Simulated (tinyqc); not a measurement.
Inside a calculation. Model: grain-boundary trapping model (Seto) of a polycrystalline semiconductor film. Computed by tinyqc, a small Python program that keeps every step. Command: `OMP_NUM_THREADS=1 python tinyqc.py 3022030 3022031 out.jsonl poly walk`. One thread of a shared host (Intel(R) Xeon(R) Processor @ 2.30GHz), about 0.01 s of CPU time with the checks. Intermediate numbers are printed to about 6 digits and carried at full precision; extremes and crossings named in words are read from the listed rows.

Grains of equal size L are joined by thin boundaries with one trap level. Trapped carriers deplete a width W on each side and raise a barrier, crossed by thermionic emission. Dopants are fully ionised, statistics are non-degenerate and mu_g does not depend on T.

Inputs (values chosen for the exercise, modelled on polycrystalline silicon):

| quantity | value | unit |
|---|---|---|
| permittivity eps | 11.7 | - |
| effective mass m | 0.37 | m_0 |
| effective density of states at 300 K, N_c | 2.1e+19 | 1/cm^3 |
| grain size L | 460 | nm |
| trap density Q_t | 5.3e+12 | 1/cm^2 |
| trap level E_t below the band edge | 0.32 | eV |
| doping N | 8.8e+16 | 1/cm^3 |
| mobility inside the grains mu_g | 93 | cm^2/(V s) |
| temperature T | 300 | K |

Grain interior: resistance included.

Constants: e = 1.602176634e-19 C; eps_0 = 8.8541878128e-12 F/m; k_B = 8.617333262e-05 eV/K; m_0 = 9.1093837015e-31 kg; k_B = 1.380649e-23 J/K.

## Critical doping

If all traps fill, the grain is just depleted at N* = Q_t/L, with the barrier e Q_t L/(8 eps eps_0).

N* = 1.15217e+17 1/cm^3

barrier at N* with all traps filled = 4.71324 V

The traps stay filled only while e V_B is below E_t - k_B T ln(N_c(T)/N*) = 0.185 eV. The barrier above exceeds that or lies within 2 k_B T of it, so band bending brings the traps close to or above E_F before all fill, and the real maximum is lower.

## Barrier

N_c(T) = N_c (T/300 K)^(3/2). Filled traps Q = Q_t/(1 + (1/2) exp((E_t* - E_F)/k_B T)), where E_t* = e V_B - E_t and E_F are counted from the band edge at the grain centre. Partial depletion: Q = 2 N W, V_B = e N W^2/(2 eps eps_0), E_F = k_B T ln(N/N_c); solve for W. If that W would exceed L/2 the grain is fully depleted: W = L/2, Q = N L, and E_F follows from the trap equation. Centre density n_0 = N_c exp(E_F/k_B T).

depletion width W = 58.5320 nm

barrier V_B = 0.233139 V

E_F = -0.141538 eV

centre density n_0 = 8.80e+16 1/cm^3

The grain is partly depleted; 19.4 % of the traps are filled, and they hold 25.4 % of the carriers.

## Resistivity and effective mobility

Boundary: sigma_b = L e^2 n_0 exp(-e V_B/k_B T)/sqrt(2 pi m k_B T); drift through the grain, depleted parts included: rho_g = [(1 - 2W/L) + (2W/L) int_0^1 exp(y^2 s^2) ds]/(e n_0 mu_g); rho = 1/sigma_b + rho_g. Mean carrier density n_av = n_0 [(1 - 2W/L) + (2W/L) (sqrt(pi)/2) erf(y)/y], y = sqrt(e V_B/k_B T); effective mobility 1/(e n_av rho).

boundary resistivity = 74.3770 ohm cm

drift resistivity rho_g = 95.5323 ohm cm

resistivity rho = 169.909 ohm cm

mean carrier density = 7.22140e+16 1/cm^3

effective mobility = 0.508688 cm^2/(V s)

A single crystal with the same N and mu_g would have 0.763 ohm cm, a factor 223 lower.

## Activation energy

E_a = d ln(rho)/d(1/k_B T) from T - 5 K and T + 5 K; temperature coefficient d ln(rho)/dT.

activation energy E_a = 0.323894 eV

temperature coefficient = -4.17742 %/K

E_a is close to the trap depth E_t = 0.32 eV, since carriers must leave the traps.

## Against the doping

The formulas are those given above.

The same film:

| N (1/cm^3) | W (nm) | V_B (V) | mean density (1/cm^3) | mobility (cm^2/(V s)) | rho (ohm cm) |
|---|---|---|---|---|---|
| 3.50e+15 | 230.000 | 0.143176 | 1.32464e+14 | 8.4948 | 5.54673e+03 |
| 1.20e+16 | 151.272 | 0.212345 | 6.54795e+15 | 0.8379 | 1.13764e+03 |
| 2.90e+16 | 99.502 | 0.222029 | 2.02479e+16 | 0.6365 | 4.84313e+02 |
| 5.80e+16 | 71.480 | 0.229162 | 4.53399e+16 | 0.5479 | 2.51267e+02 |
| 9.20e+16 | 57.295 | 0.233545 | 7.58393e+16 | 0.5050 | 1.62969e+02 |
| 1.40e+17 | 46.804 | 0.237164 | 1.19846e+17 | 0.4745 | 1.09755e+02 |
| 2.30e+17 | 36.794 | 0.240783 | 2.03890e+17 | 0.4493 | 6.81359e+01 |
| 4.60e+17 | 26.183 | 0.243856 | 4.22744e+17 | 0.4423 | 3.33843e+01 |
| 1.20e+18 | 16.038 | 0.238700 | 1.14073e+18 | 0.5998 | 9.12180e+00 |
| 4.60e+18 | 5.756 | 0.117838 | 4.53255e+18 | 39.1521 | 3.51716e-02 |

The barrier peaks among these rows at N = 4.6e17 (0.244 V) and the mobility has its minimum at 4.6e17; N* is 1.2e17. While the grain is fully depleted (W = L/2) V_B grows as N; once all traps are filled it falls as 1/N (last exponent -0.53). From 2.9e16 to 1.2e18 it is pinned, because the trap level has met E_F and the traps fill only in part. Partly depleted rows (W < L/2) with e V_B below 2 k_B T stretch the depletion approximation. Where N approaches N_c the non-degenerate statistics fail. rho drops most steeply, as N^-4.1, between 1.2e18 and 4.6e18.

Checks made by the program: charge in the traps against the depleted charge (relative difference below 1e-10).
